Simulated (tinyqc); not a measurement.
Read current of a NAND string, cells in series solved by shooting: effect of the position of the selected cell.

Cells in series, numbered from 0 at the source line (0 V) to the bit line, each followed by a gap resistance Rg. A cell with gate Vg, threshold VT, source Vs and drain Vd passes I = 2 nf K Vt^2 [F(Vs) - F(Vd)]/(1 + th max(Vg - VT, 0)), F(V) = ln^2(1 + exp((Vg - VT - nf V)/(2 nf Vt))). The selected cell has Vg = Vr, the others Vg = Vp.

For a trial current I start at 0 V and, cell by cell, solve for the drain: sqrt(F(Vd)) = sqrt(F(Vs) - I/k), k = 2 nf K Vt^2/(1 + th max(Vg - VT, 0)), Vd = [Vg - VT - 2 nf Vt ln(exp(sqrt F) - 1)]/nf, then add I Rg. The string current is the I for which the last node reaches Vbl. The apparent threshold is the Vr at which I = Is. Background: all other cells erased (VT = Ve) or all in the highest state (VT = Vh); ratio and shift are high over erased and high minus erased. The string has 32 cells, numbered from the source.

Values chosen for this exercise; values of the order met in vertical NAND strings:

| symbol | value | unit | meaning |
|---|---|---|---|
| T | 300 | K | temperature |
| K | 17 | uA/V^2 | gain factor of a cell |
| nf | 1.3 |  | slope factor |
| th | 0.16 | 1/V | mobility reduction factor |
| Rg | 1.2 | kohm | resistance of the gap between cells |
| Vbl | 0.3 | V | bit-line voltage |
| Vp | 7.2 | V | pass voltage |
| Ve | -0.5 | V | threshold of an erased cell |
| Vh | 3.8 | V | threshold of the highest state |
| Vx | 3 | V | threshold of the selected cell |
| Is | 50 | nA | sensing current |
| Vr | 3.41 | V | read voltage on the selected word line |

Constants: q = 1.602176634e-19 C, kB = 1.380649e-23 J/K, Vt = kB T/q. Results are converted to the units shown.

Effect of the position of the selected cell:
```
j,"I, others erased (uA)","I, others high (uA)",ratio,"apparent VT, erased (V)","apparent VT, high (V)",background shift (mV)
0,0.3968,0.2751,0.6934,3.067,3.067,0.007601
4,0.3857,0.2702,0.7005,3.072,3.074,2.550
9,0.3691,0.2623,0.7108,3.078,3.083,5.744
13,0.3532,0.2542,0.7198,3.082,3.091,8.314
18,0.3302,0.2412,0.7305,3.088,3.100,11.54
22,0.3100,0.2283,0.7365,3.093,3.107,14.14
27,0.2844,0.2101,0.7388,3.099,3.117,17.41
31,0.2649,0.1952,0.7370,3.104,3.124,20.03
```

From the source end to the bit-line end the apparent VT with high neighbours rises from 3.067 to 3.124 V and the background shift rises from 0.00760 to 20.0 mV. Cells and gaps on the source side raise the source of the selected cell, which costs nf times that voltage in gate drive; those on the drain side only lower its drain voltage.

Computed by the program tinyqc: `OMP_NUM_THREADS=1 python tinyqc.py 2142284 2142285 out.jsonl`, one thread of a shared Intel Xeon 2.30GHz, about 0.4 s for the whole run.
